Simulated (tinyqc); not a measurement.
## Fermi-level pinning at a metal contact (Cowley-Sze model): unpinning by a thin insulator

Interface states of density Ds lie behind a thin layer of thickness dl. Neglecting the depletion charge, the barrier for electrons is phi = S (pM - chi) + (1 - S) E0 with S = 1/(1 + q Ds dl/(eps0 ei)); the barrier for holes is Eg - phi.

An inserted insulator of thickness t and permittivity 8 damps the metal-induced states, Ds(t) = Ds exp(-t/0.36 nm), and adds t/8 to dl/ei.

Parameters, values chosen for the exercise; material values close to those of 4H silicon carbide: band gap Eg = 3.32 eV; electron affinity chi = 3.62 eV; density of interface states Ds = 1.2e13 cm^-2 eV^-1; depth of their neutrality level below the conduction edge E0 = 1.42 eV; thickness of the interface layer dl = 0.47 nm; its relative permittivity ei = 3.7; metal work function pM = 4.16 eV.

Constants: q = 1.602176634e-19 C, eps0 = 8.8541878128e-14 F/cm where lengths are in cm. Results are converted to the units shown.

Unpinning by a thin insulator:

| t (nm) | Ds(t) (cm^-2 eV^-1) | S | phi (eV) |
|---|---|---|---|
| 0 | 1.2000e13 | 0.78380 | 0.73025 |
| 0.3 | 5.2152e12 | 0.86560 | 0.65827 |
| 0.6 | 2.2665e12 | 0.92348 | 0.60733 |
| 0.9 | 9.8502e11 | 0.95905 | 0.57603 |
| 1.2 | 4.2809e11 | 0.97899 | 0.55849 |
| 1.5 | 1.8605e11 | 0.98952 | 0.54922 |
| 1.8 | 8.0855e10 | 0.99488 | 0.54451 |
| 2.1 | 3.5140e10 | 0.99753 | 0.54217 |
| 2.4 | 1.5272e10 | 0.99882 | 0.54104 |

S rises from 0.784 to 0.999, and phi falls from 0.730 to 0.541 eV, towards pM - chi = 0.540 eV. The insulator also adds a tunnelling resistance, which is not counted here and sets a best thickness.

Program tinyqc, `OMP_NUM_THREADS=1 python tinyqc.py 2430120 2430121 out.jsonl`; Intel Xeon 2.30GHz, shared host, one thread, about 0.01 s.
